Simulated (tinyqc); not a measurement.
Precursor delivery by bubblers, mass-transport growth and the solid composition of a III-V alloy: one step, computed by the program tinyqc.

1 sccm = 44.615 micromol/min; 1 torr = 133.322 Pa. The sources decompose fully at the surface.

Problem. Mass transport. Mean velocity u = (F_t/A)(760/p)(T/273); D = D0 (T/273)^1.75 (760/p); boundary layer delta = sqrt(pi D z/u); flux = D dp/(delta k_B T); growth rate = flux x a^3/4.

Inputs (values chosen for the exercise, modelled on trimethylgallium (source 1) and trimethylindium (source 2) for the vapour pressures):
```
quantity                           value      unit
total flow F_t                       8.5       slm
reactor pressure p                   760      torr
growth temperature T                 820         K
diffusivity at 273 K and 760 torr   0.48    cm^2/s
flow cross-section A                  23      cm^2
distance from the leading edge z     4.6        cm
lattice constant a                  5.54  angstrom
```

Constants: k_B = 1.380649e-23 J/K.

Give: velocity u; D; boundary layer delta; growth rate per torr of group III.

Solution.

velocity u = 18.50 cm/s

D = 3.290 cm^2/s

boundary layer delta = 1.603 cm

growth rate per torr of group III = 36.98 micrometre/(h torr)

Caution: the boundary layer is a quarter or more of the root of the cross-section, so it fills much of the channel and depletion along the flow matters.
